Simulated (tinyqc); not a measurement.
MP2 on RHF in the 6-31g basis, for H3+, spin multiplicity 1, step by step. Computed by tinyqc, a small Python program that keeps every step (integrals from PySCF). Settings: charge = 1, multiplicity = 1, basis = 6-31g, method = RHF, energy threshold = 1e-10, iteration cap = 69, orthogonalisation = symmetric, start = core, DIIS depth = 6. Command: `OMP_NUM_THREADS=1 python tinyqc.py 20317 20318 out.jsonl` (the two numbers bound the seeds that draw the settings). One thread of a shared host (Intel(R) Xeon(R) Processor @ 2.60GHz), about 0.1 s of CPU time with the checks. The early iterations of the SCF are left out here.

## One-electron integrals

Geometry (angstrom):
```
atom         x         y         z
H     0.000000  0.000000  0.000000
H     0.000000  0.000000  0.904000
H     0.000000  0.861000  0.452000
```

Basis 6-31g: exponents (1/bohr^2) and contraction coefficients of normalised primitives:
```
element  l (shell)   exponent  coefficient
H            s (1)  18.731137     0.033495
H            s (1)   2.825394     0.234727
H            s (1)   0.640122     0.813757
H            s (2)   0.161278     1.000000
```

Overlap, kinetic and nuclear-attraction integrals over the contracted functions; the nuclear repulsion is the sum of Za Zb / Rab.

nuclear repulsion = 1.67373073 hartree

overlap S:
```
          1H 1s     1H 2s     2H 1s     2H 2s     3H 1s     3H 2s
1H 1s  1.000000  0.658292  0.319989  0.448573  0.271443  0.422354
1H 2s  0.658292  1.000000  0.448573  0.790309  0.422354  0.761619
2H 1s  0.319989  0.448573  1.000000  0.658292  0.271443  0.422354
2H 2s  0.448573  0.790309  0.658292  1.000000  0.422354  0.761619
3H 1s  0.271443  0.422354  0.271443  0.422354  1.000000  0.658292
3H 2s  0.422354  0.761619  0.422354  0.761619  0.658292  1.000000
```

kinetic energy T (hartree):
```
          1H 1s     1H 2s     2H 1s     2H 2s     3H 1s     3H 2s
1H 1s  1.395678  0.259735  0.085376  0.131450  0.042576  0.117051
1H 2s  0.259735  0.241917  0.131450  0.161194  0.117051  0.150800
2H 1s  0.085376  0.131450  1.395678  0.259735  0.042576  0.117051
2H 2s  0.131450  0.161194  0.259735  0.241917  0.117051  0.150800
3H 1s  0.042576  0.117051  0.042576  0.117051  1.395678  0.259735
3H 2s  0.117051  0.150800  0.117051  0.150800  0.259735  0.241917
```

nuclear attraction V (hartree):
```
           1H 1s      1H 2s      2H 1s      2H 2s      3H 1s      3H 2s
1H 1s  -2.779172  -1.469075  -0.858650  -1.042267  -0.716234  -0.981122
1H 2s  -1.469075  -1.594710  -1.042267  -1.331616  -0.970023  -1.284353
2H 1s  -0.858650  -1.042267  -2.779172  -1.469075  -0.716234  -0.981122
2H 2s  -1.042267  -1.331616  -1.469075  -1.594710  -0.970023  -1.284353
3H 1s  -0.716234  -0.970023  -0.716234  -0.970023  -2.739226  -1.446053
3H 2s  -0.981122  -1.284353  -0.981122  -1.284353  -1.446053  -1.576889
```

core Hamiltonian H = T + V (hartree):
```
           1H 1s      1H 2s      2H 1s      2H 2s      3H 1s      3H 2s
1H 1s  -1.383494  -1.209340  -0.773275  -0.910817  -0.673658  -0.864071
1H 2s  -1.209340  -1.352794  -0.910817  -1.170422  -0.852973  -1.133552
2H 1s  -0.773275  -0.910817  -1.383494  -1.209340  -0.673658  -0.864071
2H 2s  -0.910817  -1.170422  -1.209340  -1.352794  -0.852973  -1.133552
3H 1s  -0.673658  -0.852973  -0.673658  -0.852973  -1.343548  -1.186318
3H 2s  -0.864071  -1.133552  -0.864071  -1.133552  -1.186318  -1.334973
```

## Two-electron integrals

Functions are numbered as in S; the eight-fold symmetry (ij|kl) = (ji|kl) = (kl|ij) leaves the list below.

Two-electron integrals (ij|kl) in chemists' order, unique and non-zero (hartree):
```
(11|11) 1.076566   (21|11) 0.578470   (21|21) 0.329423   (22|11) 0.587396
(22|21) 0.361304   (22|22) 0.453150   (31|11) 0.269570   (31|21) 0.155706
(31|22) 0.173720   (31|31) 0.096569   (32|11) 0.277049   (32|21) 0.170830
(32|22) 0.212661   (32|31) 0.113320   (32|32) 0.151882   (33|11) 0.566978
(33|21) 0.358703   (33|22) 0.463047   (33|31) 0.269570   (33|32) 0.385584
(33|33) 1.076566   (41|11) 0.385584   (41|21) 0.220700   (41|22) 0.244015
(41|31) 0.113320   (41|32) 0.127570   (41|33) 0.277049   (41|41) 0.151882
(42|11) 0.435268   (42|21) 0.269863   (42|22) 0.344565   (42|31) 0.145955
(42|32) 0.189806   (42|33) 0.435268   (42|41) 0.189806   (42|42) 0.283033
(43|11) 0.358703   (43|21) 0.225704   (43|22) 0.292690   (43|31) 0.155706
(43|32) 0.220700   (43|33) 0.578470   (43|41) 0.170830   (43|42) 0.269863
(43|43) 0.329423   (44|11) 0.463047   (44|21) 0.292690   (44|22) 0.391066
(44|31) 0.173720   (44|32) 0.244015   (44|33) 0.587396   (44|41) 0.212661
(44|42) 0.344565   (44|43) 0.361304   (44|44) 0.453150   (51|11) 0.222563
(51|21) 0.129389   (51|22) 0.145825   (51|31) 0.067913   (51|32) 0.077322
(51|33) 0.166117   (51|41) 0.090159   (51|42) 0.115124   (51|43) 0.103464
(51|44) 0.129873   (51|51) 0.068881   (52|11) 0.250067   (52|21) 0.155271
(52|22) 0.196047   (52|31) 0.083626   (52|32) 0.105551   (52|33) 0.233379
(52|41) 0.109737   (52|42) 0.159966   (52|43) 0.146503   (52|44) 0.189160
(52|51) 0.089474   (52|52) 0.134503   (53|11) 0.166117   (53|21) 0.103464
(53|22) 0.129873   (53|31) 0.067913   (53|32) 0.090159   (53|33) 0.222563
(53|41) 0.077322   (53|42) 0.115124   (53|43) 0.129389   (53|44) 0.145825
(53|51) 0.058702   (53|52) 0.085751   (53|53) 0.068881   (54|11) 0.233379
(54|21) 0.146503   (54|22) 0.189160   (54|31) 0.083626   (54|32) 0.109737
(54|33) 0.250067   (54|41) 0.105551   (54|42) 0.159966   (54|43) 0.155271
(54|44) 0.196047   (54|51) 0.085751   (54|52) 0.132714   (54|53) 0.089474
(54|54) 0.134503   (55|11) 0.532545   (55|21) 0.339860   (55|22) 0.448078
(55|31) 0.186085   (55|32) 0.243339   (55|33) 0.532545   (55|41) 0.243339
(55|42) 0.373330   (55|43) 0.339860   (55|44) 0.448078   (55|51) 0.222563
(55|52) 0.361798   (55|53) 0.222563   (55|54) 0.361798   (55|55) 1.076566
(61|11) 0.361798   (61|21) 0.207249   (61|22) 0.229431   (61|31) 0.101911
(61|32) 0.113608   (61|33) 0.242157   (61|41) 0.140735   (61|42) 0.174895
(61|43) 0.151172   (61|44) 0.192855   (61|51) 0.089474   (61|52) 0.110407
(61|53) 0.073466   (61|54) 0.104766   (61|55) 0.250067   (61|61) 0.134503
(62|11) 0.415373   (62|21) 0.257831   (62|22) 0.330084   (62|31) 0.130926
(62|32) 0.165982   (62|33) 0.369227   (62|41) 0.177695   (62|42) 0.260868
(62|43) 0.232268   (62|44) 0.306762   (62|51) 0.119146   (62|52) 0.171573
(62|53) 0.111980   (62|54) 0.168139   (62|55) 0.415373   (62|61) 0.171573
(62|62) 0.262856   (63|11) 0.242157   (63|21) 0.151172   (63|22) 0.192855
(63|31) 0.101911   (63|32) 0.140735   (63|33) 0.361798   (63|41) 0.113608
(63|42) 0.174895   (63|43) 0.207249   (63|44) 0.229431   (63|51) 0.073466
(63|52) 0.104766   (63|53) 0.089474   (63|54) 0.110407   (63|55) 0.250067
(63|61) 0.102909   (63|62) 0.157023   (63|63) 0.134503   (64|11) 0.369227
(64|21) 0.232268   (64|22) 0.306762   (64|31) 0.130926   (64|32) 0.177695
(64|33) 0.415373   (64|41) 0.165982   (64|42) 0.260868   (64|43) 0.257831
(64|44) 0.330084   (64|51) 0.111980   (64|52) 0.168139   (64|53) 0.119146
(64|54) 0.171573   (64|55) 0.415373   (64|61) 0.157023   (64|62) 0.252900
(64|63) 0.171573   (64|64) 0.262856   (65|11) 0.339860   (65|21) 0.215443
(65|22) 0.284161   (65|31) 0.116933   (65|32) 0.153175   (65|33) 0.339860
(65|41) 0.153175   (65|42) 0.235494   (65|43) 0.215443   (65|44) 0.284161
(65|51) 0.129389   (65|52) 0.207249   (65|53) 0.129389   (65|54) 0.207249
(65|55) 0.578470   (65|61) 0.155271   (65|62) 0.257831   (65|63) 0.155271
(65|64) 0.257831   (65|65) 0.329423   (66|11) 0.448078   (66|21) 0.284161
(66|22) 0.382753   (66|31) 0.149423   (66|32) 0.198936   (66|33) 0.448078
(66|41) 0.198936   (66|42) 0.313077   (66|43) 0.284161   (66|44) 0.382753
(66|51) 0.145825   (66|52) 0.229431   (66|53) 0.145825   (66|54) 0.229431
(66|55) 0.587396   (66|61) 0.196047   (66|62) 0.330084   (66|63) 0.196047
(66|64) 0.330084   (66|65) 0.361304   (66|66) 0.453150
```

## Orthogonalisation

S = U s U^T; symmetric (Loewdin) form X = U s^(-1/2) U^T, so that X^T S X = 1.

eigenvalues of S: 0.129760  0.147639  0.462983  0.759941  0.845039  3.654638

X:
```
           1H 1s      1H 2s      2H 1s      2H 2s      3H 1s      3H 2s
1H 1s   1.268285  -0.508880  -0.085449   0.033218  -0.052300   0.028433
1H 2s  -0.508880   1.962930   0.033218  -0.606523   0.024218  -0.508871
2H 1s  -0.085449   0.033218   1.268285  -0.508880  -0.052300   0.028433
2H 2s   0.033218  -0.606523  -0.508880   1.962930   0.024218  -0.508871
3H 1s  -0.052300   0.024218  -0.052300   0.024218   1.262723  -0.506531
3H 2s   0.028433  -0.508871   0.028433  -0.508871  -0.506531   1.881176
```

## Iteration 6 (converged): orbitals

converged F (hartree):
```
           1H 1s      1H 2s      2H 1s      2H 2s      3H 1s      3H 2s
1H 1s  -0.466953  -0.776883  -0.639698  -0.680713  -0.585081  -0.655406
1H 2s  -0.776883  -0.754620  -0.680713  -0.726450  -0.643231  -0.710025
2H 1s  -0.639698  -0.680713  -0.466953  -0.776883  -0.585081  -0.655406
2H 2s  -0.680713  -0.726450  -0.776883  -0.754620  -0.643231  -0.710025
3H 1s  -0.585081  -0.643231  -0.585081  -0.643231  -0.433589  -0.749952
3H 2s  -0.655406  -0.710025  -0.655406  -0.710025  -0.749952  -0.736757
```

Diagonalise F' = X^T F X, C = X C', fill 1 alpha and 1 beta electrons from the bottom; D = 2 C_occ C_occ^T. Each column has its largest component positive (the first on a tie).

F' = X^T F X (hartree):
```
           1          2          3          4          5          6
1   0.119057  -0.553659  -0.330387  -0.103350  -0.266561  -0.105431
2  -0.553659  -0.019327  -0.103350  -0.152022  -0.105089  -0.146650
3  -0.330387  -0.103350   0.119057  -0.553659  -0.266561  -0.105431
4  -0.103350  -0.152022  -0.553659  -0.019327  -0.105089  -0.146650
5  -0.266561  -0.105089  -0.266561  -0.105089   0.119831  -0.547767
6  -0.105431  -0.146650  -0.105431  -0.146650  -0.547767  -0.024710
```

orbital energies (hartree): MO1 -1.151696, MO2 -0.216754, MO3 -0.186278, MO4 0.376523, MO5 0.704369, MO6 0.768417

coefficients C:
```
            MO1        MO2        MO3        MO4        MO5        MO6
1H 1s  0.315780  -0.154037   0.240505   0.651111   0.518490  -1.002691
1H 2s  0.140487  -0.627013   1.261042  -0.583204  -0.734558   1.362994
2H 1s  0.315780  -0.154037  -0.240505   0.651111   0.518490   1.002691
2H 2s  0.140487  -0.627013  -1.261042  -0.583204  -0.734558  -1.362994
3H 1s  0.299401   0.298491   0.000000   0.602606  -1.147089   0.000000
3H 2s  0.138114   1.299639   0.000000  -0.448399   1.551036   0.000000
```

D after iteration 6:
```
          1H 1s     1H 2s     2H 1s     2H 2s     3H 1s     3H 2s
1H 1s  0.199433  0.088726  0.199433  0.088726  0.189089  0.087227
1H 2s  0.088726  0.039473  0.088726  0.039473  0.084124  0.038806
2H 1s  0.199433  0.088726  0.199433  0.088726  0.189089  0.087227
2H 2s  0.088726  0.039473  0.088726  0.039473  0.084124  0.038806
3H 1s  0.189089  0.084124  0.189089  0.084124  0.179282  0.082703
3H 2s  0.087227  0.038806  0.087227  0.038806  0.082703  0.038151
```

## Convergence

Stop when the energy changes by less than 1e-10 hartree and every element of the error matrix X^T (F D S - S D F) X is below 3e-06.

Course of the cycle:
```
iteration  E (hartree)     change  largest element of the error matrix
1          -1.24025915          -                             8.89e-02
2          -1.26418913  -2.39e-02                             1.50e-02
3          -1.26492736  -7.38e-04                             2.37e-04
4          -1.26492745  -8.70e-08                             1.27e-05
5          -1.26492745  -4.32e-10                             2.03e-07
6          -1.26492745  -1.27e-13                             2.45e-09
```

PySCF RHF in the same basis = -1.26492745 hartree

Converged in 6 iterations.

## Integrals over molecular orbitals

(pq|rs) = sum C_ip C_jq C_kr C_ls (ij|kl), one index at a time.

one-electron integrals over orbitals h = C^T H C (hartree):
```
           1          2          3          4          5          6
1  -1.786963   0.009253   0.000000  -0.130449  -0.003470   0.000000
2   0.009253  -1.051128   0.000000   0.007445   0.225287   0.000000
3   0.000000   0.000000  -1.012770   0.000000   0.000000   0.226605
4  -0.130449   0.007445   0.000000  -0.474810  -0.009906   0.000000
5  -0.003470   0.225287   0.000000  -0.009906  -0.296504   0.000000
6   0.000000   0.000000   0.226605   0.000000   0.000000  -0.272700
```

Two-electron integrals over orbitals (pq|rs), unique and non-zero (hartree):
```
(11|11) 0.635267    (21|11) -0.009253   (21|21) 0.096208    (22|11) 0.465291
(22|21) 0.043600    (22|22) 0.436119    (31|31) 0.088811    (32|31) -0.038279
(32|32) 0.031884    (33|11) 0.457651    (33|21) -0.042867   (33|22) 0.355632
(33|33) 0.420883    (41|11) 0.130449    (41|21) -0.004512   (41|22) 0.057639
(41|33) 0.053596    (41|41) 0.067102    (42|11) -0.005979   (42|21) -0.004763
(42|22) -0.007208   (42|33) 0.002969    (42|41) -0.004373   (42|42) 0.031894
(43|31) -0.010809   (43|32) 0.006149    (43|43) 0.035418    (44|11) 0.459218
(44|21) -0.010053   (44|22) 0.372171    (44|33) 0.373908    (44|41) 0.063075
(44|42) -0.001139   (44|44) 0.378114    (51|11) 0.003470    (51|21) -0.075719
(51|22) -0.037336   (51|33) 0.031509    (51|41) 0.003409    (51|42) -0.025973
(51|44) 0.004858    (51|51) 0.090944    (52|11) -0.150503   (52|21) -0.033074
(52|22) -0.093887   (52|33) -0.062796   (52|41) -0.062578   (52|42) -0.010635
(52|44) -0.075866   (52|51) 0.043714    (52|52) 0.099830    (53|31) 0.028224
(53|32) -0.009235   (53|43) 0.009447    (53|53) 0.019247    (54|11) 0.006657
(54|21) -0.080830   (54|22) -0.038117   (54|33) 0.035810    (54|41) 0.003809
(54|42) 0.002125    (54|44) 0.008601    (54|51) 0.070084    (54|52) 0.031555
(54|54) 0.080670    (55|11) 0.545908    (55|21) 0.072938    (55|22) 0.471197
(55|33) 0.375144    (55|41) 0.108335    (55|42) 0.008212    (55|44) 0.412005
(55|51) -0.082032   (55|52) -0.166097   (55|54) -0.073026   (55|55) 0.591334
(61|31) -0.075631   (61|32) 0.035073    (61|43) -0.023150   (61|53) -0.037079
(61|61) 0.099044    (62|31) 0.035179    (62|32) -0.013133   (62|43) 0.010089
(62|53) 0.020555    (62|61) -0.044773   (62|62) 0.025364    (63|11) -0.151118
(63|21) 0.036281    (63|22) -0.065520   (63|33) -0.084641   (63|41) -0.063747
(63|42) 0.013566    (63|44) -0.078375   (63|51) -0.039441   (63|52) 0.048395
(63|54) -0.032395   (63|55) -0.091883   (63|63) 0.093478    (64|31) -0.078822
(64|32) 0.035332    (64|43) 0.005050    (64|53) -0.028857   (64|61) 0.077394
(64|62) -0.035799   (64|64) 0.085217    (65|31) -0.060556   (65|32) 0.034038
(65|43) -0.009460   (65|53) -0.025396   (65|61) 0.072774    (65|62) -0.031766
(65|64) 0.065228    (65|65) 0.060583    (66|11) 0.570080    (66|21) -0.076170
(66|22) 0.392680    (66|33) 0.462909    (66|41) 0.120623    (66|42) -0.017893
(66|44) 0.432494    (66|51) 0.076061    (66|52) -0.102043   (66|54) 0.072274
(66|55) 0.441728    (66|63) -0.167290   (66|66) 0.611687
```

## Second-order Moller-Plesset energy

Hartree-Fock energy = -1.26492745 hartree

E2 = sum_ijab (ia|jb) [2 (ia|jb) - (ib|ja)] / (e_i + e_j - e_a - e_b) over occupied i, j and virtual a, b; the opposite-spin part is (ia|jb)^2 / denominator, the rest is same-spin, and SCS-MP2 scales them by 6/5 and 1/3.

Terms:
```
i  j  a  b    (ia|jb)    (ib|ja)  denominator       term
1  1  2  2   0.096208   0.096208    -1.869884  -0.004950
1  1  3  3   0.088811   0.088811    -1.930835  -0.004085
1  1  6  6   0.099044   0.099044    -3.840224  -0.002554
1  1  5  5   0.090944   0.090944    -3.712128  -0.002228
1  1  5  2  -0.075719  -0.075719    -2.791006  -0.002054
1  1  2  5  -0.075719  -0.075719    -2.791006  -0.002054
1  1  6  3  -0.075631  -0.075631    -2.885530  -0.001982
1  1  3  6  -0.075631  -0.075631    -2.885530  -0.001982
1  1  4  4   0.067102   0.067102    -3.056437  -0.001473
1  1  2  4  -0.004512  -0.004512    -2.463161  -0.000008
1  1  4  2  -0.004512  -0.004512    -2.463161  -0.000008
1  1  4  5   0.003409   0.003409    -3.384283  -3.43e-06
1  1  5  4   0.003409   0.003409    -3.384283  -3.43e-06
```

Pair energies (hartree; pair i-j sums ij and ji):
```
pair  opposite spin  same spin
1-1       -0.023387          0
```

MP2 correlation energy = -0.02338723 hartree

SCS-MP2 correlation energy = -0.02806468 hartree

MP2 total energy = -1.28831468 hartree
